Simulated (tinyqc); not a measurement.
Dielectric confinement in a thin film (image charges), step by step. Values are carried at full precision from step to step, so a last printed digit may differ when a step is redone from the rounded ones.

A film |z| < t/2 of dielectric constant eps between half-spaces of dielectric constant e2; lam = (eps - e2)/(eps + e2), q = e^2/(4 pi eps0). The self-energy of a band edge is taken with the high-frequency value, e2 = eh, and the field of a fixed ion with the static one, e2 = eo. A charge at z has images lam^|n| at n t + (-1)^n z. Its self-energy is S(z) = (q/2 eps) sum over n >= 1 of lam^n [1/(n t - 2z) + 1/(n t + 2z)] for odd n and 2 lam^n/(n t) for even n; at the centre S(0) = -(q/(eps t)) ln(1 - lam).

Constants: e^2/(4 pi eps0) = 14.39964547 eV angstrom; hbar^2/2m0 = 3.80998211 eV angstrom^2; Ry = 13.60569312 eV.

Parameters, chosen for this exercise (near those of a Si (100) film, two-fold valleys, between layers of SiO2; shifted at random, so the results belong to these values and not to a real crystal):
- t = 82 angstrom (film thickness)
- eps = 11.4 (dielectric constant of the film)
- eh = 2.1 (high-frequency dielectric constant outside)
- mz = 0.895 m0 (mass across the film)
- eo = 3.8 (static dielectric constant outside)
- m = 0.196 m0 (mass in the plane)

## Images for a charge at the centre

Give lam, the first five terms (q/eps) lam^n/(n t), their sum and the closed form.

lam = 0.6889

terms (meV): [10.61, 3.66, 1.68, 0.87, 0.48]

sum of five = 17.29 meV
S(0) = 17.99 meV

The surroundings screen less than the film, so the images repel and each band edge moves outwards: the gap changes by about 2 S = +36 meV. The static value 3.8 would give S(0) = +10.7 meV.

## Self-energy across the film

S at 2z/t = 0, 0.2, 0.4, 0.6, 0.8 and 0.9, summed to n = 399.

Self-energy:
```
2z/t  z (angstrom)  S (meV)
0.0            0.0    17.99
0.2            8.2    18.44
0.4           16.4    20.04
0.6           24.6    24.03
0.8           32.8    36.99
0.9           36.9    63.41
```

Towards the wall S diverges as (q lam/4 eps)/(distance), an artefact of the abrupt interface that the vanishing envelope makes harmless.

## Shift of the subband edge

First order: <S> over the envelope (2/t) cos^2(pi z/t), beside the confinement energy c (pi/t)^2/mz, c = hbar^2/2m0.

<S> = 20.34 meV
confinement energy = 6.25 meV

|<S>| is 3.25 times the confinement energy; the first goes as 1/t and the second as 1/t^2, so they are equal at t = 25 angstrom.

## Binding of a donor

Donor at the centre, lam from the static eo, trial function cos(pi z/t) exp(-rho/l): E(l) = c/(m l^2) - (q/eps) times the integral over k of F(k t) (1 + (k l/2)^2)^(-3/2), with F(x) = F0 + 2 lam exp(-x) G/(1 - lam exp(-x)), F0 = 2[(1 - exp(-x/2))/x + x (1 + exp(-x/2))/(x^2 + 4 pi^2)], G = 2 sinh(x/2)[1/x - x/(x^2 + 4 pi^2)]; c = hbar^2/2m0. The binding energy is -E at the minimum, counted from the subband edge with its self-energy.

Minimise over l with and without images (lam = 0); Ry* = Ry m/eps^2.

Donor:
```
case         l (angstrom)  binding (meV)  in Ry*
no images            33.4           32.2    1.57
with images          32.0           52.5    2.56
```

Ry* = 20.52 meV

The images change the binding by +20.3 meV, against -2 (q/(eps t)) ln(1 - lam) = +21.4 meV for an orbit much smaller than t. At 300 K the binding is 2.0 kB T. The next even subband, the first that a centred donor mixes in, lies within about the binding energy, so one cosine is a poor basis and the binding is understated. The film is 2.7 times a* = a0 eps/m thick, where this separable function underbinds.

## Checks

- S(0) from the series against the closed form, meV: both 17.99.
- F(2.3) for lam = 0.6889 from a direct sum over images against the closed form: both 0.8912.

Run: tinyqc, `OMP_NUM_THREADS=1 python tinyqc.py 1280967 1280968 out.jsonl`; Intel(R) Xeon(R) Processor @ 2.30GHz, one thread, shared host; about 0.07 s of CPU time with all checks.
